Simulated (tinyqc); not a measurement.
Via and link resistance from two via chains.

Problem. A chain of 5000 vias joined by 5000 metal links has R = 5000 (Rv + Rlink), with Rlink proportional to the link length. Find Rv, Rlink for length L, and the value of Rv that the short chain would give if the links were ignored.

resistance of chains of 5000 links with link lengths L and 3 L (ohm): [78000, 1.24e5]

Solution. R per link is a straight line in the link length; its intercept at zero length is Rv.

Rv = 11.00 ohm
Rlink = 4.600 ohm
Rv without correction = 15.60 ohm

Numbers from tinyqc (`OMP_NUM_THREADS=1 python tinyqc.py 2750162 2750163 out.jsonl`; about 0.01 s on one thread of a shared Intel Xeon 2.30GHz).
